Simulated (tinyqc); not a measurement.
# Self-heating of a transistor with one or more fingers, with temperature-dependent conductivity, step by step

A worked calculation. Computed by tinyqc, a small Python program that keeps every step. Command: `OMP_NUM_THREADS=1 python tinyqc.py 3019670 3019671 out.jsonl selfheat walk`. One thread of a shared host (Intel(R) Xeon(R) Processor @ 2.30GHz), about 0.08 s of CPU time with the checks. Intermediate numbers are printed to about 7 digits and carried at full precision; extremes and crossings named in words are read from the listed rows.

N long parallel fingers lie on the top face of a slab whose bottom is held at T_0; the top is otherwise insulated, and heat flows in two dimensions. P in W/mm is 1000 P in W/m.

Inputs (values chosen for the exercise, modelled on silicon):
```
quantity                                      value           unit
conductivity at the base temperature kappa_0    156        W/(m K)
exponent m in kappa ~ T^-m                     1.32              -
base temperature T_0                            300              K
power per gate width P                         0.63           W/mm
fingers N                                         6              -
finger pitch s                                   12     micrometre
width of the heat source w                     0.47     micrometre
substrate thickness t                           360     micrometre
phonon free path Lambda                         120             nm
heat capacity C                                 1.6  1e6 J/(m^3 K)
pulse length                                   0.17    microsecond
```

Power: fixed power.

## Geometry factors

A line source of power P on the top face raises the top at distance x by (P/(pi kappa_0)) g(x), g(x) = -ln tanh(pi x/(4 t)) (the image sum for the slab). On a strip of width w the centre sees the mean of g over the strip, g_0 = 1 + ln(8 t/(pi w)) for w much below t.

own factor g_0 = 8.575838

g(j s), j = 1..7: 3.642990  2.950528  2.546203  2.260114  2.039013  1.859180  1.707959

## Linear temperature rise of each finger

theta_i = (P/(pi kappa_0)) [g_0 + sum over j != i of g(|i - j| s)], with equal powers and constant conductivity; thermal resistance = largest theta/P.

theta of each finger (K): 28.29949  30.36137  31.24889  31.24889  30.36137  28.29949

largest theta = 31.24889 K

thermal resistance = 49.60141 K mm/W

The neighbours supply 65 % of the rise of the hottest finger, which runs 2.9 K above the outer ones.

## Correction for the falling conductivity

Kirchhoff transformation for kappa = kappa_0 (T/T_0)^-m: T = T_0 [1 - (m - 1) theta/T_0]^(-1/(m - 1)), where theta is the linear rise. The bracket vanishes at the power P T_0/((m - 1) theta).

peak temperature = 333.5261 K

true rise = 33.52605 K

true rise / linear rise = 1.072872

power at which the formula diverges = 18.90067 W/mm

The falling conductivity adds 7.3 % to the rise.

## Extra rise from ballistic phonons

Near a source smaller than the free path, Fourier's law overstates the flow. Rough estimate: a strip that emits phonons into a half space adds a resistance times area of 4 Lambda/(3 kappa_0), from the ballistic flux C v Delta T/4 with kappa_0 = C v Lambda/3, so Delta T_b = 4 Lambda P/(3 kappa_0 w); Knudsen number Lambda/w.

Knudsen number = 0.2553191

ballistic rise Delta T_b = 1.374795 K

Delta T_b / largest theta = 0.04399502

By this estimate the ballistic term is at most a fifth of the Fourier rise.

## Rise at the end of a pulse

After switching on, theta(tau) = (P D/kappa_0) int_0^tau X(u) Z(u) du at the hottest finger, D = kappa_0/C; X = sum over fingers at distance x of [erf((x + w/2)/r) - erf((x - w/2)/r)]/(2 w), Z = sum_(j=-200..200) (-1)^j exp(-(2 j t/r)^2)/sqrt(pi D u), r = 2 sqrt(D u); trapezoid rule on 300 points evenly spaced in ln u from u_0 = 1e-3 min(tau, w^2/D) to tau, plus the exact piece 2 sqrt(u_0/(pi D))/w below u_0. Conductivity and power are held at their base values here, and Fourier's law is used even where the diffusion length is near a phonon free path.

diffusivity D = 97.5 micrometre^2/microsecond

diffusion length sqrt(D tau) = 4.071241 micrometre

linear rise after the pulse = 5.5219 K

share of the steady rise = 0.1767

## Rise against time

The formulas are those given above.

Heating curve:
```
time (microsecond)  sqrt(D time) (micrometre)  rise (K)  share of the steady rise
0.0013                              0.3560197    2.3625                    0.0756
0.013                                1.125833    3.8218                    0.1223
0.13                                 3.560197    5.3203                    0.1703
1.3                                  11.25833     8.237                    0.2636
13                                   35.60197    14.988                    0.4796
66                                   80.21845    20.989                    0.6717
270                                  162.2498    26.361                    0.8436
800                                  279.2848    29.941                    0.9582
2000                                 441.5880    31.149                    0.9968
```

Half the steady rise is reached between 13 and 66 microseconds, and the last row holds 99.7 % of it; the slowest time constant is 4 t^2/(pi^2 D) = 539 microseconds. While the diffusion length lies between w and the pitch or thickness, the rise grows as the logarithm of time; once it nears the pitch of 12 micrometre the neighbours add their heat.

Checks made by the program: g(s) against the alternating image sum (relative difference 3e-07); Kirchhoff integral of kappa/kappa_0 from T_0 to T (relative difference below 1e-10); long-time limit against the steady rise (relative difference 1e-05).
